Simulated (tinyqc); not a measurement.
# Lossy on-chip transmission line with skin effect: two studies

A uniform line in a homogeneous dielectric: c = sqrt(er)/(c0 Z0), l = Z0 sqrt(er)/c0 (c0 = 299792458 m/s), g = w c td, w = 2 pi f. The resistance joins its limits as r = sqrt(r_dc^2 + r_hf^2), with r_dc = rho/(wd th), r_hf = kr rho/(2 delta (wd + th)), delta = sqrt(rho/(pi f mu0)), mu0 = 4 pi 1e-7 H/m; this is an interpolation, and internal inductance, up to 0.05 nH/mm at low frequency, is neglected.

Values chosen for this exercise: width of the strip wd = 1.8 um; thickness of the strip th = 1.8 um; resistivity rho = 2.2 uohm cm; relative permittivity er = 3; loss tangent td = 0; lossless impedance sqrt(l/c) Z0 = 40 ohm; factor for crowding and the return path kr = 1.5; length len = 0.36 mm; source resistance Rg = 50 ohm; load resistance RL = 1e5 ohm; load capacitance CL = 100 fF; frequency f = 1.9 GHz.

Each table varies one quantity; the others keep the values above.

## Line properties against frequency

gamma = sqrt((r + i w l)(g + i w c)) = alpha + i beta, Zc = sqrt((r + i w l)/(g + i w c)), roots with positive real part; loss 8.685889638 alpha in dB; phase velocity w/beta. ZL = 1/(1/RL + i w CL); reflection (ZL - Zc)/(ZL + Zc); Zin = Zc (ZL + Zc tanh(gamma len))/(Zc + ZL tanh(gamma len)); H = V_load/V_source = [Zin/(Zin + Rg)]/[cosh(gamma len) + (Zc/ZL) sinh(gamma len)].

Line properties against frequency:

| f (GHz) | r (ohm/mm) | r/(w l) | loss (dB/mm) | \|Zc\| (ohm) | phase velocity over c0 | length in wavelengths | \|H\| (dB) |
|---|---|---|---|---|---|---|---|
| 0.01 | 6.793 | 467.8 | 0.04817 | 865.2 | 0.03771 | 3.184e-4 | -0.004555 |
| 0.03 | 6.798 | 156.1 | 0.08329 | 499.7 | 0.06515 | 5.530e-4 | -0.004561 |
| 0.09 | 6.815 | 52.15 | 0.1435 | 288.9 | 0.1120 | 9.651e-4 | -0.004611 |
| 0.3 | 6.873 | 15.78 | 0.2574 | 159.0 | 0.1992 | 0.001809 | -0.005186 |
| 0.8 | 7.009 | 6.033 | 0.4034 | 98.92 | 0.3061 | 0.003139 | -0.009046 |
| 2 | 7.324 | 2.522 | 0.5836 | 65.89 | 0.4237 | 0.005668 | -0.03265 |
| 7 | 8.514 | 0.8377 | 0.8612 | 45.69 | 0.5379 | 0.01563 | -0.3413 |
| 20 | 11.02 | 0.3796 | 1.176 | 41.37 | 0.5676 | 0.04232 | -2.220 |
| 60 | 16.50 | 0.1894 | 1.784 | 40.35 | 0.5748 | 0.1253 | -7.942 |

What does the table show?

r equals w l at 5.65 GHz: below it |Zc| and the delay grow as in an RC line, above it |Zc| tends to Z0 = 40 ohm and the velocity to 1/sqrt(er) = 0.577 c0. The loss goes as f^(0.50) between the first two rows and f^(0.38) between the last two. |H| is -0.00455 dB in the first row and -7.94 dB in the last; between rows it can pass through resonances that the table doesn't show.

## Effect of the width of the strip

Same model as above.

Z0 is held fixed by scaling the dielectric height.

Effect of the width of the strip:

| wd (um) | r (ohm/mm) | r/(w l) | loss (dB/mm) | \|Zc\| (ohm) | phase velocity over c0 | length in wavelengths | \|H\| (dB) |
|---|---|---|---|---|---|---|---|
| 0.45 | 27.50 | 9.966 | 1.272 | 126.6 | 0.2460 | 0.009275 | -0.03851 |
| 0.71 | 17.64 | 6.393 | 0.9908 | 101.7 | 0.2987 | 0.007638 | -0.03420 |
| 1.1 | 11.60 | 4.204 | 0.7720 | 83.15 | 0.3540 | 0.006446 | -0.03167 |
| 1.8 | 7.298 | 2.645 | 0.5728 | 67.27 | 0.4173 | 0.005467 | -0.02991 |
| 2.8 | 4.842 | 1.755 | 0.4278 | 56.85 | 0.4699 | 0.004856 | -0.02893 |
| 4.4 | 3.183 | 1.154 | 0.3075 | 49.42 | 0.5137 | 0.004442 | -0.02827 |
| 6.9 | 2.089 | 0.7572 | 0.2136 | 44.80 | 0.5438 | 0.004196 | -0.02784 |
| 11 | 1.342 | 0.4864 | 0.1418 | 42.18 | 0.5618 | 0.004061 | -0.02755 |

Read the table: what changes, and by how much?

As wd goes from 0.45 to 11, the loss falls from 1.27 to 0.142 dB/mm, |Zc| falls from 127 to 42.2 ohm and |H| goes from -0.0385 to -0.0275 dB, with its highest value among the rows, -0.0275 dB, at wd = 11.

Program tinyqc, `OMP_NUM_THREADS=1 python tinyqc.py 2810213 2810214 out.jsonl`; Intel Xeon 2.30GHz, shared host, one thread, about 0.05 s.
